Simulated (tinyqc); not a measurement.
A ladder of methods, and size consistency: correlation methods against full CI in the sto-3g basis, for BeH2, spin multiplicity 1. Computed by the program tinyqc with PySCF. All electrons correlated; +Q is the Davidson correction (1 - c0^2) E_corr. The last columns treat two copies 100 angstrom apart as one system. FCI is the lowest singlet.

Geometry (angstrom):
```
atom       x        y       z
Be    0.0000   0.0000  0.0000
H     0.0000   1.2790  0.1300
H     0.0000  -1.2790  0.1300
```

RHF energy of one = -15.560028 hartree

Correlation energies (hartree):
```
method   E_corr of one  share of FCI (%)  E_corr of two at 100 angstrom  two minus twice one (mhartree)
MP2          -0.022317           67.0487                      -0.044635                          0.0000
CISD         -0.032601           97.9447                      -0.063713                          1.4890
CISD+Q       -0.033383          100.2933                      -0.066551                          0.2144
CCSD         -0.032921           98.9046                      -0.065841                          0.0000
CCSD(T)      -0.033117           99.4957                      -0.066235                          0.0000
FCI          -0.033285          100.0000                              -                               -
```

What does the comparison show, and why?

MP2 recovers 67 %, CISD 97.9 % and CCSD 98.9 % of the FCI value (c0^2 = 0.976 in CISD). MP2 and coupled cluster are size consistent, so their last column vanishes; CISD loses 1.49 mhartree, since a double excitation on each copy is a quadruple of the pair, and the Davidson correction leaves +0.21.
